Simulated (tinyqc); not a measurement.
Changing the substrate Young's modulus E_s: thermal stress, cracking, delamination and buckling of a thin film; Griffith cracks and misfitting inclusions. Computed by tinyqc, a small Python program. Command: `OMP_NUM_THREADS=1 python tinyqc.py 3016361 3016362 out.jsonl filmcrack sweep`. One thread of a shared host (Intel(R) Xeon(R) Processor @ 2.30GHz), about 0.01 s of CPU time with the checks.

Isotropic linear elasticity; the substrate is much thicker than the film; stress is positive in tension.

Inputs (values chosen for the exercise, modelled on a tungsten film on silicon):
```
quantity,value,unit
film Young's modulus E,409,GPa
film Poisson ratio nu,0.28,-
film expansion alpha_f,4.64,1e-6/K
substrate expansion alpha_s,3.5,1e-6/K
deposition temperature T_d,1275,K
final temperature T,300,K
intrinsic stress,750,MPa
film thickness h,0.13,micrometre
substrate Poisson ratio nu_s,0.23,-
inclusion radius R,0.76,micrometre
```

Inclusion: sphere.

Method:
- Thermal strain = (alpha_f - alpha_s)(T_d - T); stress = E/(1 - nu) x strain + intrinsic stress; plane-strain modulus Ebar = E/(1 - nu^2); G0 = stress^2 h/(2 Ebar) is the energy freed per area when a long strip loses its stress across its width.
- Dundurs alpha = (Ebar - Ebar_s)/(Ebar + Ebar_s), with Ebar_s = E_s/(1 - nu_s^2). The channel-crack factor is taken as g = 1.258 (1 - alpha)^(-0.7), a rough interpolation chosen for the exercise (1.258 is the value for matched materials).
- Film material fills a sphere of radius R in the substrate, with the misfit e = thermal strain (it wants to shrink if e > 0). Radial stress at the wall s0 = e/[(1 - 2 nu)/E + (1 + nu_s)/(2 E_s)]; inside it is uniform and hydrostatic; outside s_rr = s0 (R/r)^3, s_tt = -s_rr/2. Keep-out radius: where |s_rr| falls to 10 MPa (R if it is lower at the wall).

One run for each value:
```
substrate Young's modulus E_s (GPa),Dundurs alpha,factor g,radial stress at the wall s0 (MPa)
5.0,0.97649,17.369,8.96
8.6,0.95990,11.953,15.31
15.0,0.93108,8.182,26.42
26.0,0.88349,5.665,44.95
45.0,0.80658,3.973,75.39
77.0,0.69034,2.858,122.64
130.0,0.52754,2.126,191.42
230.0,0.29265,1.603,296.42
400.0,0.02477,1.280,425.33
```

What does the table show?

Over the rows, Dundurs alpha falls from 0.976 to 0.0248 (exponent d ln y / d ln x -0.032 between the first rows and -4.5 between the last); factor g falls from 17.4 to 1.28 (exponent d ln y / d ln x -0.69 between the first rows and -0.41 between the last); radial stress at the wall s0 (MPa) rises from 8.96 to 425 (exponent d ln y / d ln x 0.99 between the first rows and 0.65 between the last).

Extremes, crossings and ranges named in words are read from the listed rows.
